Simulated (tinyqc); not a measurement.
Free-carrier absorption and index change in the near infrared: free-carrier optics of a doped semiconductor (Drude model).

eps(E) = ei [1 - Ep^2/(E^2 + i E Gam)], with Ep^2 = 8 pi c (e^2/(4 pi eps0)) N/(m ei), c = hbar^2/2m0, N in 1/angstrom^3 (1e-24 per 1/cm^3); Gam = hbar/tau, tau = mu m m0/e with m0/e = 5.685630e-12 kg/C and mu in m^2/(V s). Energies in meV.

n + i k = sqrt(eps1 + i eps2) with k >= 0; R = ((n - 1)^2 + k^2)/((n + 1)^2 + k^2) at normal incidence from vacuum; alpha = 2 E k/(hbar c), times 1e8 for 1/cm; loss function Im(-1/eps) = eps2/(eps1^2 + eps2^2).

Constants: hbar^2/2m0 = 3.80998211 eV angstrom^2; e^2/(4 pi eps0) = 14.39964547 eV angstrom; hbar = 6.58211957e-16 eV s; hbar c = 1973.269805 eV angstrom.

Parameters, chosen for this exercise (mass and dielectric values near those of Si; N and mu are free inputs; interband absorption and the rise of the mass with filling are left out; not measured data):
```
symbol  value    unit        meaning
N       2.7e+19  1/cm^3      carrier density
m       0.286    m0          conductivity mass
mu      65       cm^2/(V s)  mobility
ei      11.59                high-frequency dielectric constant
```

At the wavelengths listed E = hc/lambda (hc = 1239.841984 eV nm). Approximate forms: alpha = ei Ep^2 Gam/(E^2 sqrt(ei) hbar c) and dn = -sqrt(ei) Ep^2/(2 E^2).

Free carriers:
```
lambda (micrometre)  E (meV)  alpha (1/cm)  alpha, approximate       dn  dn, approximate
1.31                   946.4           135                 135  -0.0213          -0.0213
1.55                   799.9           189                 189  -0.0298          -0.0299
2.00                   619.9           315                 314  -0.0496          -0.0497
3.00                   413.3           714                 706   -0.111           -0.112
5.00                   248.0      2.03e+03            1.96e+03   -0.305           -0.311
8.00                   155.0      5.55e+03            5.02e+03   -0.749           -0.796
10.60                  117.0      1.05e+04            8.82e+03    -1.18            -1.40
```

How do the results move, and what explains it?

At 1.55 micrometre alpha = 189 1/cm and dn = -0.0298; a phase shift of pi needs a length lambda/(2 |dn|) = 26 micrometre, over which the loss is 2.13 dB. The approximate alpha is within 5 % up to 5 micrometre of the wavelengths listed; it needs photon energies well above both Ep and Gam, which lie at 11.7 and 19.9 micrometre. Interband and intervalley absorption are left out; with a realistic dc mobility the Drude form tends to understate the near-infrared absorption of Si.

(tinyqc, `OMP_NUM_THREADS=1 python tinyqc.py 1651218 1651219 out.jsonl`, Intel(R) Xeon(R) Processor @ 2.30GHz, 1 thread, shared host, about 0.01 s.)
